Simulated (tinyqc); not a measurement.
Carrier lifetime of a p-type layer with SRH, radiative, Auger and surface recombination: one step of the calculation.

Uniform excess density dn = dp (no trapping), n = n0 + dn, p = p0 + dn, Boltzmann statistics, full ionisation. Surfaces enter as a rate 2 S dn/d, which holds while diffusion to them is fast.

Question. New dn. With e = n p - ni^2 = dn (n0 + p0 + dn): U_SRH = e/(tp0 (n + n1) + tn0 (p + p1)), U_rad = B e, U_Aug = (Cn n + Cp p) e, U_s = 2 S dn/d. Substitution: tau = dn/U with U the sum, dn(new) = G tau.

Values chosen for this exercise; band and dielectric values close to those of indium phosphide:
- B = 1.18e-10 cm^3/s (radiative coefficient)
- Cn = 3.1e-30 cm^6/s (Auger coefficient (two electrons))
- Cp = 2.8e-30 cm^6/s (Auger coefficient (two holes))
- S = 6000 cm/s (surface recombination velocity (both faces))
- d = 2 um (sample thickness)
- G = 6.3e22 cm^-3 s^-1 (generation rate)

dn at the start = 2e16 cm^-3
n0 = 0.0074611563 cm^-3
p0 = 2.6e16 cm^-3
n1 = 3.4175428e10 cm^-3
p1 = 5676.3024 cm^-3
tn0 = 4.6296296e-5 s
tp0 = 2.3148148e-8 s

Wanted: U_SRH; U_rad; U_Aug; U_s; tau; dn after iteration 1.

Answer.

U_SRH = 4.3191e20 cm^-3 s^-1
U_rad = 1.0856e23 cm^-3 s^-1
U_Aug = 1.7554e20 cm^-3 s^-1
U_s = 1.2000e24 cm^-3 s^-1
tau = 1.5277e-8 s
dn after iteration 1 = 9.6244e14 cm^-3

tinyqc, about 0.01 s, one thread, Intel Xeon 2.30GHz (shared host): `OMP_NUM_THREADS=1 python tinyqc.py 2300147 2300148 out.jsonl`
